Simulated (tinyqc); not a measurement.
From results back to parameters: carrier statistics of a doped semiconductor with parabolic bands. Three cases, with inputs chosen for the exercise.

Problem. With Boltzmann statistics and no minority carriers, p (p + ND)/(NA - ND - p) = K(T) = (N(T)/4) exp(-E/kB T), E the ionisation energy of the majority dopant and N = 2 (m kB T/(4 pi c))^(3/2) with c = hbar^2/2m0, in 1/angstrom^3; times 1e24 for 1/cm^3, m = m_d. The density below was computed from a hidden E.

Constants: hbar^2/2m0 = 3.80998211 eV angstrom^2; kB = 8.617333262e-05 eV/K.

Find: K(Ta); E.

Method. The left side gives K; then E = kB T ln(N/(4 K)).

Case 1.

Values chosen (near those of SiC; the results hold for these values, not for the real material): NA = 2.6e+17 1/cm^3 (acceptors); ND = 2.9e+12 1/cm^3 (donors); m_d = 1.181 m0 (density-of-states mass of the majority band); Ta = 213 K.

p(Ta) = 5.3149e+15 1/cm^3

Solution.

K(Ta) = 1.11e+14 1/cm^3
E = 0.1960 eV

Case 2.

Values chosen (near those of GaN; the results hold for these values, not for the real material): NA = 3.9e+17 1/cm^3 (acceptors); ND = 1.8e+17 1/cm^3 (donors); m_d = 1.492 m0 (density-of-states mass of the majority band); Ta = 236 K.

p(Ta) = 1.2529e+15 1/cm^3

Solution.

K(Ta) = 1.09e+15 1/cm^3
E = 0.1810 eV

Case 3.

Values chosen (near those of InSb; the results hold for these values, not for the real material): NA = 1e+16 1/cm^3 (acceptors); ND = 3.5e+12 1/cm^3 (donors); m_d = 0.433 m0 (density-of-states mass of the majority band); Ta = 10 K.

p(Ta) = 3.5714e+13 1/cm^3

Solution.

K(Ta) = 1.41e+11 1/cm^3
E = 0.0097 eV

Computed by tinyqc, one run a case: `OMP_NUM_THREADS=1 python tinyqc.py N N+1 out.jsonl` with N = 1650532, 1650563, 1650659; one thread of a shared Intel(R) Xeon(R) Processor @ 2.30GHz, about 0.01 s a run at most.
